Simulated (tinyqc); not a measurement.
Photoconductance decay in a wafer: bulk and surface recombination modes, and iron detection by pair splitting: one step, computed by the program tinyqc.

Both faces of the wafer have the same S; injection is low and all coefficients are constant. x runs from -W/2 to W/2.

Task: Effective lifetime. Even modes cos(a x) obey b tan b = S W/(2 D) with b = a W/2, odd modes sin(a x) obey -b cot b = S W/(2 D); each decays at the rate 1/tau_b + D a^2. tau_eff is the decay time of the first mode. The surface time is 1/(D a^2) of that mode; shortcuts for it are W/(2 S), W^2/(pi^2 D) and their sum, whose error is sum/surface time - 1.

Inputs (values chosen for the exercise, modelled on p-type silicon):
```
quantity                          value         unit
thickness W                         525   micrometre
diffusivity D                      24.5       cm^2/s
bulk lifetime tau_b without iron    220  microsecond
surface recombination velocity S    360         cm/s
```

Give: tau_eff; surface time; W/(2 S); W^2/(pi^2 D); error of the sum; tau_eff/tau_b.

Result:

tau_eff = 60.01 microsecond

surface time = 82.51 microsecond

W/(2 S) = 72.92 microsecond

W^2/(pi^2 D) = 11.40 microsecond

error of the sum = 2.186 %

tau_eff/tau_b = 0.2728

The surfaces are slow against diffusion, so W/(2 S) is the larger part. tau_eff is only 0.27 of tau_b, so it understates the bulk lifetime.
